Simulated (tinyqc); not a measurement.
Worked calculation: Peierls distortion of a half-filled chain. Values are carried at full precision from step to step, so a last printed digit may differ when a step is redone from the rounded ones.

Atoms move by +/- u, so bonds change by -/+ 2u and hoppings are t +/- 2 al u. Bands E = -/+ sqrt((2 t cos x)^2 + D^2 sin^2 x) with D = 4 al u, x = k a in (0, pi/2); the gap is 2D. Energy per atom at zero temperature: E(u) = -mean_x sqrt(...) + 2 K u^2; exactly, the mean is (4t/pi) E(1 - z^2), z = D/2t, E the complete elliptic integral of the second kind with parameter m. Coupling lambda = 2 al^2/(pi t K).

Constants: kB = 8.617333262e-05 eV/K.

Values chosen for the exercise: t = 2.56 eV (hopping of the even chain); al = 3.9 eV/angstrom (change of hopping with bond length); K = 16.4 eV/angstrom^2 (spring constant of a bond); u = 0.029 angstrom (trial shift of alternate atoms); N = 5 (k points).

## Energy at a trial distortion

Use the mesh x_j = (j + 1/2) pi/(2N), j = 0 .. N-1, and also the elliptic integral.

D = 0.4524 eV

|E| on the mesh (eV): [5.0575, 4.5666, 3.6345, 2.3591, 0.9172]

band energy on the mesh = -3.3070 eV
elastic energy = 0.0276 eV
total, exact = -3.2742 eV
exact E(u) - E(0) = -0.0147 eV

This distortion lowers the energy; the mesh errs by -5.21 meV.

## The equilibrium distortion

dE/du = 0 gives 1 = (4 al^2/K) mean(sin^2 x/|E|); solve with the exact mean, and compare with the weak-coupling form D = 8 t exp(-1 - 1/(2 lambda)).

lambda = 0.2306
u0 = 0.0577 angstrom
gap 2D = 1.799 eV
gap, weak coupling = 1.724 eV
E(u0) - E(0) per atom = -24.22 meV

Long and short bonds differ by 4 u0 = 0.2307 angstrom. The weak-coupling gap is 0.958 of the full one. The gain is far smaller than the gap, since only states near the zone edge move.

## Length and phonon scales

Coherence length xi/a = 2t/D with D half the gap; mean-field transition kB Tp = D/1.764 (weak coupling); for the optical mode at the zone edge (omega_R/omega_0)^2 = 2 lambda at weak coupling.

xi/a = 5.69
Tp = 5.92e+03 K
omega_R/omega_0 = 0.679

Tp is a mean-field scale: in a single chain fluctuations forbid the transition, and coupling between chains sets the real one, far lower.

## Checks

- Total energy at u0 on 4000 points against the elliptic integral (eV): both -3.28371.

Program tinyqc; command `OMP_NUM_THREADS=1 python tinyqc.py 1681769 1681770 out.jsonl`; about 0.07 s on one thread of a shared Intel(R) Xeon(R) Processor @ 2.30GHz.
